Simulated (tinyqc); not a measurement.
Beam energy: resolution against speed: sputter depth profiling of a dopant layer: erosion rate, quantification and the mixing-roughness response. Computed by tinyqc, a small Python program. Command: `OMP_NUM_THREADS=1 python tinyqc.py 3015439 3015440 out.jsonl sims walk`. One thread of a shared host (Intel(R) Xeon(R) Processor @ 2.30GHz), about 0.01 s of CPU time with the checks.

A rastered ion beam erodes silicon (49.94 atoms per nm^3). The measured profile is the true one convolved with a depth response.

Inputs (values chosen for the exercise, modelled on a dopant in silicon under an oxygen or caesium beam): beam energy E = 2.9 keV; beam current = 22 nA; raster side = 250 um; sputter yield at 1 keV = 1.6; mixing length at 1 keV = 1.2 nm; roughness sigma = 0.52 nm; depth of the layer z0 = 18 nm; sheet density Q = 1.5e+14 1/cm^2; relative sensitivity factor RSF = 1.6e+21 1/cm^3; matrix count rate = 4.2e+06 1/s; background count rate = 0.65 1/s; counting time per point = 2 s; level that defines the junction C_B = 2e+16 1/cm^3.

True profile: delta layer.

Constants: e = 1.602176634e-19 C.

Method:
- Scaling chosen for the exercise: yield Y = Y1 E^0.5, mixing length w = w1 E^0.5 (E in keV).
- Erosion rate = Y I/(e x raster^2 x density); depth step = rate x counting time; concentration = RSF x counts/matrix counts; detection limit = RSF x 3 sqrt(background x time)/(matrix rate x time).
- Mixing alone turns a layer at z0 into (1/w) exp(-(z - z0 + w)/w) for z > z0 - w; roughness adds a Gaussian of width sigma. With x = z - z0 + w: g(x) = (1/(2w)) exp(sigma^2/(2 w^2) - x/w) erfc((sigma/w - x/sigma)/sqrt2), and its integral G(x) = (1/2) erfc(-x/(sigma sqrt2)) - w g(x). Measured: Q g(x), 1 nm = 1e-7 cm.
- Width = full width at half maximum; the apparent junction is the deep point where the profile falls to C_B; time to profile to twice z0 = 2 z0/erosion rate, at fixed current.

erosion rate = 0.119868 nm/s

Measured values:
```
E (keV)  w (nm)  peak (1/cm^3)  width (nm)  apparent junction (nm)  time (min)
0.15     0.4648     9.3205e+20      1.4656                  23.399      22.009
0.25     0.6000     8.6179e+20      1.5582                  24.667      17.048
0.50     0.8485     7.5329e+20      1.7306                  26.975      12.055
1.00     1.2000     6.3724e+20      1.9783                  30.164       8.524
2.00     1.6971     5.2253e+20      2.3351                  34.535       6.027
4.00     2.4000     4.1657e+20      2.8453                  40.496       4.262
8.00     3.3941     3.2406e+20      3.5666                  48.598       3.014
```

What does the comparison show, and why?

From the highest to the lowest energy the width goes from 3.57 to 1.47 nm, towards the floor set by roughness, 2.355 sigma = 1.22 nm, and the junction error from 30.6 to 5.40 nm, at 7.3 times the time. Extrapolating the tail slope to zero energy separates mixing from real diffusion. Caution: the surface transient, segregation under the beam and the growth of roughness with depth are left out, and real yields fall faster near the sputter threshold.

Extremes, crossings and ranges named in words are read from the listed rows.
